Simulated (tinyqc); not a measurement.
Frequency dispersion of an accumulation capacitance by border traps, distributed model: two steps of the calculation.

Traps spread evenly through the insulator exchange electrons with the semiconductor by tunnelling, with tau(x) = t0 exp(2 ka x) at depth x from the interface. The admittance per area Y seen at depth x obeys dY/dx = -Y^2/(i w eps0 eox) + q Nb ln(1 + i w tau)/tau, with Y(0) = i w Cs and w = 2 pi f; the gate sees Y(tox) = G + i w C. Working variable y = Y/(i w), in uF/cm^2. Cox = eps0 eox/tox.

Inputs (values chosen for the exercise); permittivity close to that of aluminium oxide:
- eox = 8.51 (relative permittivity of the insulator)
- tox = 7.6 nm (insulator thickness)
- Cs = 0.5 uF/cm^2 (semiconductor capacitance in accumulation)
- Nb = 8e18 cm^-3 eV^-1 (density of border traps)
- ka = 4.1 1/nm (decay constant of the wave function in the insulator)
- t0 = 4e-11 s (time constant of a trap at the interface)
- f = 10000 Hz (frequency)
- xe = 2.2 nm (depth down to which the steps are taken)

Constants: q = 1.602176634e-19 C, eps0 = 8.8541878128e-14 F/cm where lengths are in cm. Results are converted to the units shown.

Question 1. Scales and lumped estimate. Cox; trap-free value 1/(1/Cox + 1/Cs); response depth d = ln(1/(w t0))/(2 ka), where w tau = 1; lumped estimate: all traps within d act as C_bt = q Nb d placed at d/2, so C = 1/{1/[1/(1/Cs + d/(2 eps0 eox)) + C_bt] + (tox - d/2)/(eps0 eox)}.

Give: Cox; trap-free C; d; C_bt; lumped C.

Answer 1.

Cox = 0.99144 uF/cm^2
trap-free C = 0.33238 uF/cm^2
d = 1.5724 nm
C_bt = 0.20154 uF/cm^2
lumped C = 0.41983 uF/cm^2

The traps within reach amount to 0.403 Cs and lie in the first 20.7 % of the insulator.

Question 2. Midpoint steps through the active depth. In terms of y: dy/dx = -y^2/(eps0 eox) + s(x), s = q Nb ln(1 + z)/z, z = i w tau. 10 midpoint steps of h = xe/10: y_half = y + (h/2) y'(x, y), y(new) = y + h y'(x + h/2, y_half).

Give: x; s; y.

Answer 2.

```
point,x (nm),s (uF/(cm^2 nm)),y (uF/cm^2)
0,0,0.1282+0.0000i,0.5000+0.0000i
1,0.2200,0.1282+0.0000i,0.5206+0.0000i
2,0.4400,0.1282+0.0000i,0.5406+0.0000i
3,0.6600,0.1282+0.0000i,0.5599+0.0000i
4,0.8800,0.1282-0.0002i,0.5786+0.0000i
5,1.100,0.1282-0.0013i,0.5968-0.0001i
6,1.320,0.1275-0.0080i,0.6142-0.0009i
7,1.540,0.1094-0.0386i,0.6302-0.0050i
8,1.760,0.0374-0.0430i,0.6346-0.0160i
9,1.980,0.0070-0.0152i,0.6266-0.0212i
10,2.200,0.0012-0.0038i,0.6159-0.0221i
```

Program tinyqc, `OMP_NUM_THREADS=1 python tinyqc.py 2202111 2202112 out.jsonl`; Intel Xeon 2.30GHz, shared host, one thread, about 0.5 s.
